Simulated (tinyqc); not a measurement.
# Effect of the position of a charge sheet

One sheet of -1.9e12 cm^-2 lies at the depth x from the gate; it shifts Vfb by -(q/eps0) Q s, with s = x/e2 in layer 2 and t2/e2 + (x - t2)/e1 in layer 1, and it induces the share s/(t1/e1 + t2/e2) of its image in the semiconductor.

Inputs (values chosen for the exercise): thickness of layer 1, next to the semiconductor t1 = 1.7 nm; relative permittivity of layer 1 e1 = 3.94; thickness of layer 2, next to the gate t2 = 4.3 nm; relative permittivity of layer 2 e2 = 25.4.

Constants: q = 1.602176634e-19 C, eps0 = 8.8541878128e-14 F/cm where lengths are in cm. Results are converted to the units shown.

Result of one run:

| x (nm) | shift (mV) | image in the semiconductor (%) |
|---|---|---|
| 2.25 | 30.455 | 14.745 |

What becomes of these results when the depth of the sheet x is changed from 2.25 to 0 nm, all else the same?

Result of the changed run:

| x (nm) | shift (mV) | image in the semiconductor (%) |
|---|---|---|
| 0 | 0 | 0 |

The whole series:

| x (nm) | shift (mV) | image in the semiconductor (%) |
|---|---|---|
| 0 | 0 | 0 |
| 0.75 | 10.152 | 4.9150 |
| 1.5 | 20.304 | 9.8300 |
| 2.25 | 30.455 | 14.745 |
| 3 | 40.607 | 19.660 |
| 3.75 | 50.759 | 24.575 |
| 4.5 | 75.656 | 36.629 |
| 5.25 | 141.10 | 68.314 |
| 6 | 206.55 | 100.00 |

The shift grows from 0 at the gate to 207 mV at the semiconductor, by 13.5 mV/nm in layer 2 and 87.3 mV/nm in layer 1, the ratio of the permittivities. A sheet between the layers has 28.2 % of its full effect.

Program tinyqc, `OMP_NUM_THREADS=1 python tinyqc.py 2010012 2010013 out.jsonl`; Intel Xeon 2.30GHz, shared host, one thread, about 0.01 s.
